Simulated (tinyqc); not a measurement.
From results back to parameters: conduction-band anticrossing with a localised impurity level. Three cases, with inputs chosen for the exercise.

Problem. A host edge EM and a flat level EI are coupled by V = C sqrt(x), H = [[EM, V], [V, EI]]. EM and both levels are given.

Case 1.

Values chosen (out of a larger set: host near GaAs; not measured data): x = 0.016 (impurity fraction).
EM = 1.497600 eV

E-, E+ (eV): 1.307272  1.868328

Case 2.

Values chosen (out of a larger set: host near InP; not measured data): x = 0.0094 (impurity fraction).
EM = 1.437368 eV

E-, E+ (eV): 1.296845  1.800523

Case 3.

Values chosen (out of a larger set: host near GaAs; not measured data): x = 0.022 (impurity fraction).
EM = 1.474580 eV

E-, E+ (eV): 1.126648  2.058932

Find: EI; V; C; host weight of E-.

Solution. The trace gives EI = E+ + E- - EM; V^2 = (EM - E-)(E+ - EM); the host weight of E- is (EI - E-)/(E+ - E-).

Case 1.

EI = 1.678 eV
V = 0.2656 eV
C = 2.10 eV
host weight of E- = 0.661

Case 2.

EI = 1.660 eV
V = 0.2259 eV
C = 2.33 eV
host weight of E- = 0.721

Case 3.

EI = 1.711 eV
V = 0.4509 eV
C = 3.04 eV
host weight of E- = 0.627

Computed by tinyqc, one run a case: `OMP_NUM_THREADS=1 python tinyqc.py N N+1 out.jsonl` with N = 1081506, 1081518, 1081526; one thread of a shared Intel(R) Xeon(R) Processor @ 2.30GHz, about 0.01 s a run at most.
